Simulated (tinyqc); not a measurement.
Tight binding, kagome lattice, step by step. Computed by tinyqc, a small Python program that keeps every step. Settings: t1 = 1.37, t2 = 1.37, delta = 0, bands filled = 2. Command: `OMP_NUM_THREADS=1 python tinyqc.py 20909 20910 out.jsonl` (the two numbers bound the seeds that draw the settings). One thread of a shared host (Intel(R) Xeon(R) Processor @ 2.60GHz), about 0.01 s of CPU time with the checks.

## Bloch Hamiltonian at k

Parameters chosen for this model:
```
parameter,value,unit
t1,1.370000,"eV, up triangles"
t2,1.370000,"eV, down triangles"
delta,0,eV on site C
```

k point k (fractions of the reciprocal vectors): -0.0700  0.4700

H_AB = -t1 - t2 exp(-i k.a1), H_AC = -t1 - t2 exp(-i k.a2), H_BC = -t1 - t2 exp(i k.(a1 - a2)), H_CC = delta.

H(k) at k (eV), lower triangle (Hermitian):
```
,A,B,C
A,0.0000
B,-2.6096+0.5833i,0.0000
C,-0.0243-0.2567i,-0.0430+0.3407i,0.0000
```

## Levels at k

Diagonalise the Hermitian matrix.

eigenvalues (eV): -2.6754  -0.0646  2.7400

weights |c|^2 of the basis functions:
```
,band 1,band 2,band 3
A,0.4979,0.0155,0.4865
B,0.5016,0.0085,0.4899
C,0.0005,0.9760,0.0235
```

## Bloch Hamiltonian at K

k point K (fractions of the reciprocal vectors): 0.3333  0.6667

As before.

H(k) at K (eV), lower triangle (Hermitian):
```
,A,B,C
A,0.0000
B,-0.6850-1.1865i,0.0000
C,-0.6850+1.1865i,-0.6850-1.1865i,0.0000
```

## Levels at K

As before.

eigenvalues (eV): -1.3700  -1.3700  2.7400

## Bands along a path

The same steps at evenly spaced points between the labelled ones.

Bands along the path (eV):
```
k,band 1,band 2,band 3
G,-5.4800,2.7400,2.7400
G-K 0.33,-4.8390,2.0990,2.7400
G-K 0.67,-3.2158,0.4758,2.7400
K,-1.3700,-1.3700,2.7400
K-M 0.33,-2.0990,-0.6410,2.7400
K-M 0.67,-2.5748,-0.1652,2.7400
M,-2.7400,0,2.7400
M-K' 0.33,-2.5748,-0.1652,2.7400
M-K' 0.67,-2.0990,-0.6410,2.7400
K',-1.3700,-1.3700,2.7400
```

With 2 band(s) filled, the highest filled level on these points lies at G and the lowest empty one at M: the bands touch or overlap, so there is no gap.
